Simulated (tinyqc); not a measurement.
Electromigration in a confined line: Blech product, Korhonen stress evolution and Black's law: one step, computed by the program tinyqc.

The electron wind pushes atoms from the cathode (x = 0) to the anode (x = L); blocking ends build a back stress (tension positive). The input rho is taken not to change with temperature. d sigma/dt = d/dx [kappa (d sigma/dx + G)], with zero flux at both ends and sigma = sigma_0 at t = 0.

Task: Steady state and Blech product. At steady state sigma(x) = sigma_0 + G (L/2 - x). A void forms only if the cathode stress reaches sigma_c, that is if j L exceeds (j L)_c = 2 Omega (sigma_c - sigma_0)/(Z* e rho). Time scale tau = L^2/kappa.

Inputs (values chosen for the exercise, close to those used for aluminium lines):
```
quantity                    value          unit
resistivity rho               3.6  micro-ohm cm
atomic volume Omega          16.6    angstrom^3
effective charge number Z*    3.8             -
critical stress sigma_c       370           MPa
initial stress sigma_0        180           MPa
current density j             0.5       MA/cm^2
line length L                 110            um
test temperature T            300             C
```

Start: thermal stress.

stress gradient G = 6.601740 MPa/um

kappa = 9.760879e-12 m^2/s

Constants: e = 1.602176634e-19 C.

Give: steady cathode stress; j L; critical product (j L)_c; tau.

Result:

steady cathode stress = 543.1 MPa

j L = 5500 A/cm

critical product (j L)_c = 2878 A/cm

tau = 0.3443 h

j L is 1.91 times the critical product: the line can fail. Caution: a steady stress above sigma_c is formal, since a void forms first.
